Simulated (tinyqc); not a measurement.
What each parameter does: six-band hole subbands of a thin body in a field.

Basis X, Y, Z times spin, hole energies counted downwards from the unstrained edge (the hydrostatic shift is left out), c = hbar^2/2m0. For a symmetric tensor T let C(T) have C_XX = L Txx + M (Tyy + Tzz), C_XY = N Txy (cyclic), L = c (g1 + 4 g2), M = c (g1 - 2 g2), N = 6 c g3. k = q + kz n, n the unit normal, q = k1 u + k2 v with u along the channel [1-10] and v = n x u. H = C(k k^T) + (Dso/3)(1 - L.sigma) - B + e F z with (L_k)_ij = -i epsilon_kij; B is the block C built from the traceless strain with 2b, -b and sqrt(3) d in place of L, M, N. Strain: exx = eyy = (s11 + s12) sx/2, ezz = s12 sx, exy = -s44 sx/4. Hard walls at z = 0 and t; basis sin(j pi z/t), j = 1 to Nz: kz^2 = (j pi/t)^2, kz = -i D with D_jl = 4 j l/(t (j^2 - l^2)), z_jj = t/2 and z_jl = -8 t j l/(pi (j^2 - l^2))^2 for j + l odd; 1 MV/cm = 0.01 eV/angstrom.

Nz = 14. E1 is the top subband at q = 0, gap the distance to the next pair, and the masses are c q^2/(E(q) - E1) at |q| = 0.02 1/angstrom (mean of the spin pair) along the channel [1-10] and across it in the plane; a dash marks a band that does not rise.

Constants: hbar^2/2m0 = 3.80998211 eV angstrom^2.

Parameters, chosen for this exercise (near those of a p-type Ge channel; the results hold for these values, not for the real material): g1 = 13.4 (Luttinger gamma1); g2 = 4.22 (gamma2); g3 = 5.7 (gamma3); Dso = 0.284 eV (spin-orbit splitting); b = -2.5 eV (tetragonal potential); d = -5.33 eV (trigonal potential); S = (9.99, -2.66, 15.24) 1/TPa (compliances s11, s12, s44); face = 001 (surface); t = 90 angstrom (body thickness); F = 0 MV/cm (field across the body); sx = -1.5 GPa (stress along the channel [1-10], negative in compression).

Six bands. Each row changes one parameter from the base and keeps the others.

Results:

| case | E1 (meV) | gap (meV) | m channel (m0) | m across (m0) |
|---|---|---|---|---|
| base | -19.4 | 72.1 | 0.047 | 0.261 |
| t = 80 angstrom | -12.7 | 90.2 | 0.048 | 0.245 |
| F = 0.3 MV/cm | 88.1 | 103.0 | 0.052 | 0.244 |
| sx = -2 GPa | -38.4 | 72.8 | 0.044 | 0.318 |
| g3 = 5.3 | -19.4 | 72.1 | 0.047 | 0.202 |
| g2 = 4.85 | -24.9 | 54.4 | 0.046 | 0.219 |
| Dso = 0.426 eV | -15.9 | 72.6 | 0.050 | 0.209 |
| d = -4.26 eV | -13.3 | 71.3 | 0.050 | 0.214 |

The largest shifts from the base row, up to three for each result and ties (the steps differ in size, so this ranks the rows, not the parameters). E1 (meV): F +107.6, sx -19.0, t +6.7; unchanged at the printed digits by g3. gap (meV): F +30.9, t +18.1, g2 -17.7; unchanged at the printed digits by g3. m channel (m0): F +0.005, sx -0.003, d +0.003, Dso +0.003; unchanged at the printed digits by g3. m across (m0): g3 -0.059, sx +0.057, Dso -0.052.

(tinyqc, `OMP_NUM_THREADS=1 python tinyqc.py 1250719 1250720 out.jsonl`, Intel(R) Xeon(R) Processor @ 2.30GHz, 1 thread, shared host, about 0.4 s.)
